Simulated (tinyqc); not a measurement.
Worked calculation: tight-binding t2g bands of a cubic perovskite. Values are carried at full precision from step to step, so a last printed digit may differ when a step is redone from the rounded ones.

Orbitals yz, zx, xy (X, Y, Z below) times spin. E_xy = Dt + 2t (2 - cos x - cos y) + 2 td (1 - cos z) + 4 t2 (1 - cos x cos y) with x = kx a and so on; yz and zx follow by cyclic change, without Dt. Spin-orbit term -(Dso/3) L.sigma + Dso/3 with (L_k)_ij = -i epsilon_kij in X, Y, Z: for Dt = 0 the quartet lies at 0 and the doublet at Dso.

Constants: hbar^2/2m0 = 3.80998211 eV angstrom^2.

Values chosen for the exercise (of the size met in SrTiO3 and KTaO3; shifted at random, so the results belong to these values and not to a real crystal):
```
symbol  value           unit      meaning
t       0.272           eV        strong hopping
td      0.021           eV        weak hopping
t2      0               eV        diagonal hopping in the plane of the orbital
Dt      -0.298          eV        shift of xy (tetragonal field or confinement)
k       (0.04, 0.2, 0)  2 pi/a    wave vector
Dso     0.148           eV        spin-orbit splitting at Gamma
a       3.921           angstrom  lattice constant
```

## Orbital energies

Evaluate the three bands without spin-orbit coupling.

energies (eV): yz 0.3772, zx 0.0461, xy 0.0950

## The Hamiltonian

Add the spin-orbit term; + and - are the spin along z.

H(k) (eV), lower triangle (Hermitian):
```
,yz+,zx+,xy+,yz-,zx-,xy-
yz+,0.4265
zx+,-0.0493i,0.0954
xy+,0,0,0.1443
yz-,0,0,0.0493,0.4265
zx-,0,0,0.0493i,0.0493i,0.0954
xy-,-0.0493,-0.0493i,0,0,0,0.1443
```

## Levels and orbital weights

Diagonalise; the levels are twofold; weights summed over spin and averaged over the pair.

levels (eV): 0.0640  0.1579  0.4443

weights:
```
,pair 1,pair 2,pair 3
yz,0.002,0.059,0.939
zx,0.747,0.226,0.027
xy,0.251,0.715,0.035
```

The lowest pair is 75 % zx.

## Light and heavy masses without spin-orbit coupling

Along an axis in the plane of the orbital m/m0 = c/((t + 2 t2) a^2), and normal to it c/(td a^2); c = hbar^2/2m0.

masses (m0): light 0.911, heavy 11.801

ratio heavy/light = 12.95

## Levels at Gamma

At k = 0 the j_z = 3/2 pair stays at 0, and the other two pairs are E = (Dso + Dt)/2 -/+ sqrt((Dso + Dt)^2/4 - 2 Dso Dt/3).

levels at Gamma (eV): -0.2622  0.0000  0.1122

## Checks

- Levels at Gamma from the formula against the matrix: they agree to 1e-10 or better.

Program tinyqc; command `OMP_NUM_THREADS=1 python tinyqc.py 1480041 1480042 out.jsonl`; about 0.01 s on one thread of a shared Intel(R) Xeon(R) Processor @ 2.30GHz.
